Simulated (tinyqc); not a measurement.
Tight binding, honeycomb lattice, step by step. One step of it, computed by the program tinyqc.

Problem. Bloch Hamiltonian at K. H_AB = -t1 (1 + exp(-i k.a1) + exp(-i k.a2)); H_AA = delta - 2 t2 sum cos(k.b + phi), H_BB = -delta - 2 t2 sum cos(k.b - phi), b = a1, a2 - a1, -a2.

Parameters chosen for this model:
```
parameter      value                        unit
t1          2.890000                 eV, nearest
t2                 0       eV, second neighbours
phi        -1.110000  rad, phase of t2 (Haldane)
delta       1.090000          eV, +/- on A and B
```

k point K (fractions of the reciprocal vectors): 0.333333  0.666667

Give: H(k) at K.

Solution.

H(k) at K (eV):
```
        A        B
A  1.0900   0.0000
B  0.0000  -1.0900
```
